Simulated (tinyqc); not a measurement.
p-n diode with diffusion and depletion-layer recombination: currents and ideality against junction voltage.

Abrupt junction in the depletion approximation, low injection, full ionisation, neutral widths fixed, ohmic contact on the p side. Vj is the junction voltage; where a series resistance Rs is given, V = Vj + J Rs is the terminal voltage.

ni = sqrt(Nc Nv) exp(-Eg/(2 Vt)), Eg in volts; D = mu Vt; Ln = sqrt(Dn tn), Lp = sqrt(Dp tp); J0n = q ni^2 Dn coth(wp/Ln)/(Ln Na); J0p = (q ni^2 Dp/(Lp Nd)) (s + tanh(wn/Lp))/(1 + s tanh(wn/Lp)), s = Sp Lp/Dp. J_diff = (J0n + J0p)(exp(Vj/Vt) - 1). Vbi = Vt ln(Na Nd/ni^2), W = sqrt(2 eps0 eps_r (Vbi - Vj)(1/Na + 1/Nd)/q), xp = W Nd/(Na + Nd), xn = W Na/(Na + Nd); u(x) = q Na (x + xp)^2/(2 eps0 eps_r) for x < 0 and Vbi - Vj - q Nd (xn - x)^2/(2 eps0 eps_r) for x > 0; p = Na exp(-u/Vt), n = Nd exp((u - Vbi + Vj)/Vt); U = ni^2 (exp(Vj/Vt) - 1)/(tp (n + ni exp(Et/Vt)) + tn (p + ni exp(-Et/Vt))); J_scr = q times the integral of U from -xp to xn. J = J_diff + J_scr. Ideality = (1/Vt) dVj/d ln J or (1/Vt) dV/d ln J; last column ni^2 exp(Vj/Vt)/N^2.

Values chosen for this exercise; band and dielectric values close to those of silicon: temperature T = 300 K; band gap Eg = 1.1 eV; relative permittivity eps_r = 11.6; conduction-band density of states at T Nc = 2.83e19 cm^-3; valence-band density of states at T Nv = 2.64e19 cm^-3; acceptor density Na = 1.2e18 cm^-3; donor density Nd = 5.3e17 cm^-3; electron mobility in the p side mun = 290 cm^2/(V s); hole mobility in the n side mup = 200 cm^2/(V s); electron lifetime tn = 4e-9 s; hole lifetime tp = 1e-9 s; neutral width of the p side wp = 10 um; neutral width of the n side wn = 6.5 um; recombination velocity at the n contact Sp = 1e7 cm/s; series resistance Rs = 0.0001 ohm cm^2; trap level above the intrinsic level Et = 0 eV.

Constants: q = 1.602176634e-19 C, kB = 1.380649e-23 J/K, Vt = kB T/q, eps0 = 8.8541878128e-14 F/cm where lengths are in cm. Results are converted to the units shown.

Result of one run:

| Vj (V) | J_diff (A/cm^2) | J_scr (A/cm^2) | J (A/cm^2) | V (V) | ideality against Vj | ideality against V | minority/doping, lighter side |
|---|---|---|---|---|---|---|---|
| 0.63 | 0.2614 | 0.07734 | 0.3388 | 0.6300 | 1.110 | 1.111 | 3.382e-5 |

What becomes of these results when the junction voltage at which recombination is evaluated Vj is changed from 0.63 to 0.7 V, all else the same?

Result of the changed run:

| Vj (V) | J_diff (A/cm^2) | J_scr (A/cm^2) | J (A/cm^2) | V (V) | ideality against Vj | ideality against V | minority/doping, lighter side |
|---|---|---|---|---|---|---|---|
| 0.7 | 3.920 | 0.3699 | 4.290 | 0.7004 | 1.037 | 1.053 | 5.071e-4 |

The whole series:

| Vj (V) | J_diff (A/cm^2) | J_scr (A/cm^2) | J (A/cm^2) | V (V) | ideality against Vj | ideality against V | minority/doping, lighter side |
|---|---|---|---|---|---|---|---|
| 0.23 | 4.984e-8 | 1.913e-5 | 1.918e-5 | 0.2300 | 1.897 | 1.897 | 6.449e-12 |
| 0.3 | 7.474e-7 | 7.929e-5 | 8.003e-5 | 0.3000 | 1.888 | 1.888 | 9.670e-11 |
| 0.36 | 7.613e-6 | 2.689e-4 | 2.765e-4 | 0.3600 | 1.850 | 1.850 | 9.849e-10 |
| 0.43 | 1.142e-4 | 0.001129 | 0.001243 | 0.4300 | 1.738 | 1.738 | 1.477e-8 |
| 0.5 | 0.001712 | 0.004821 | 0.006533 | 0.5000 | 1.514 | 1.514 | 2.215e-7 |
| 0.56 | 0.01743 | 0.01707 | 0.03450 | 0.5600 | 1.286 | 1.287 | 2.255e-6 |
| 0.63 | 0.2614 | 0.07734 | 0.3388 | 0.6300 | 1.110 | 1.111 | 3.382e-5 |
| 0.7 | 3.920 | 0.3699 | 4.290 | 0.7004 | 1.037 | 1.053 | 5.071e-4 |
| 0.76 | 39.93 | 1.469 | 41.39 | 0.7641 | 1.015 | 1.175 | 0.005165 |

The ideality against Vj falls from 1.90 to 1.01. Diffusion overtakes recombination in the layer between Vj = 0.5 and 0.56 V. J_scr alone has an ideality of 1.90 between the first two rows and 1.68 between the last two. From Vj = 0.76 V the series resistance raises the terminal ideality by over a tenth; there J Rs = 0.16 Vt.

Numbers from tinyqc (`OMP_NUM_THREADS=1 python tinyqc.py 2260120 2260121 out.jsonl`; about 0.01 s on one thread of a shared Intel Xeon 2.30GHz).
